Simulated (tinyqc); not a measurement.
Rutherford backscattering from a thin compound film on silicon: kinematics, yields, composition and thickness: one step, computed by the program tinyqc.

Singly charged helium ions (Z1 = 2, M1 = 4.0026 u) enter at the tilt angle a1 to the normal and leave at a2 = |180 - theta - tilt| in the same plane. The film is A B_x.

Question. Yields. Rutherford cross section in the laboratory frame: sigma = (Z1 Z e^2/(4 pi eps_0 4E))^2 (4/sin^4 theta) (r + cos theta)^2/r, r = sqrt(1 - (M1 sin theta/M)^2), times the screening factor 1 - 0.049 Z1 Z^(4/3)/E (E in keV); 1 angstrom^2 = 1e8 barn. Counts = (charge/e) x solid angle x sigma(E_mean) x areal density of the element/cos a1, E_mean = E0 - half the energy lost on the way in; 1 barn = 1e-24 cm^2. The ratio of areas returns x = (Y_B/Y_A)(sigma_A/sigma_B), with the counting error sqrt(1/Y_A + 1/Y_B).

Inputs (values chosen for the exercise, modelled on a helium beam on SiGe): beam energy E0 = 2.2 MeV; scattering angle theta = 170 degrees; tilt of the sample = 30 degrees; heavy element: Z_A = 32; heavy element: mass M_A = 72.6 u; light element: Z_B = 14; light element: mass M_B = 28.09 u; atoms of B per atom of A, x = 2.76; collected charge = 21 microcoulomb; detector solid angle = 4.1 msr.

energy lost on the way in = 8.394877 keV

areal density N d = 138.04 1e15 atoms/cm^2

Constants: e^2/(4 pi eps_0) = 14.39964548 eV angstrom; e = 1.602176634e-19 C.

Give: cross sections; counts; ratio of areas Y_B/Y_A; counting error of x without background.

Answer.

cross sections (barn/sr): A 1.106, B 0.205

counts: A 25199, B 12901

ratio of areas Y_B/Y_A = 0.5120

counting error of x without background = 1.083 %

The cross sections differ by 5.4, near (Z_A/Z_B)^2 = 5.2. The silicon signal of the film runs into that of the substrate and appears as a step, not a peak. Caution: the silicon signal of the film merges with that of the substrate, so only the width of A can be read directly. Caution: film and substrate silicon overlap, so Y_B must be separated by a fit.
